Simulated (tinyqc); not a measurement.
Capture against temperature: configuration-coordinate model of carrier capture at a defect.

Two parabolas of equal curvature k in one coordinate Q: with the carrier free at the band edge, U_f = k Q^2/2; with the carrier trapped, U_t = k (Q - dQ)^2/2 - ET. ER = k dQ^2/2, Huang-Rhys factor S = ER/hw, hw = 0.0646541 sqrt(k/M) eV for k in eV/angstrom^2 and M in u. The curves cross at a height Eb = (ER - ET)^2/(4 ER) above the free minimum.

Multiphonon factor for giving p = ET/hw phonons to the lattice: W = exp(-S (2 nb + 1)) ((nb + 1)/nb)^(p/2) I_p(x), nb = 1/(exp(hw/kT) - 1), x = 2 S sqrt(nb (nb + 1)), I_p the modified Bessel function. Classical limit: W = hw exp(-Eb/kT)/sqrt(4 pi ER kT). At T = 0: exp(-S) S^p/Gamma(p + 1).

Constants: kB = 8.617333262e-05 eV/K.

Inputs chosen for the exercise (out of a larger set: of the size met at a deep level in GaN; not measured data): ET = 0.75 eV (thermal depth of the level below the band edge); ER = 0.42 eV (relaxation energy); hw = 0.033 eV (phonon energy of the mode).

The local activation energy is -d ln W/d(1/kT), by central differences with T changed by 1 %.

Against T:

| T (K) | kT/hw | log10 W | log10 W, classical | activation energy (eV) |
|---|---|---|---|---|
| 40 | 0.104 | -2.459 | -8.779 | 0.0000 |
| 60 | 0.157 | -2.456 | -6.144 | 0.0002 |
| 80 | 0.209 | -2.444 | -4.846 | 0.0011 |
| 120 | 0.313 | -2.387 | -3.572 | 0.0054 |
| 160 | 0.418 | -2.302 | -2.954 | 0.0115 |
| 300 | 0.783 | -2.017 | -2.138 | 0.0289 |
| 400 | 1.045 | -1.884 | -1.928 | 0.0339 |
| 550 | 1.436 | -1.765 | -1.775 | 0.0347 |

Give the missing row, T (K) = 220, kT/hw = 0.574.

Computed row:
```
T (K)  kT/hw  log10 W  log10 W, classical  activation energy (eV)
220    0.574   -2.167              -2.467                  0.0205
```

log10 W at T = 0 = -2.459
Eb = 0.0648 eV

At 40 K log10 W is -2.46, against -2.46 at T = 0 and -8.8 classically; at 550 K the two forms differ by +0.01. The activation energy read from an Arrhenius plot goes from 0.000 eV at 40 K to 0.035 at 550 K, with its largest value 0.035 at 550 K, against Eb = 0.065 eV; the classical form itself gives Eb - kT/2. A measured slope therefore understates the barrier.

Computed by tinyqc, a small Python program: `OMP_NUM_THREADS=1 python tinyqc.py 1450139 1450140 out.jsonl` (the numbers bound the seed that draws the inputs); one thread of a shared host (Intel(R) Xeon(R) Processor @ 2.30GHz), about 0.01 s for the whole set of steps.
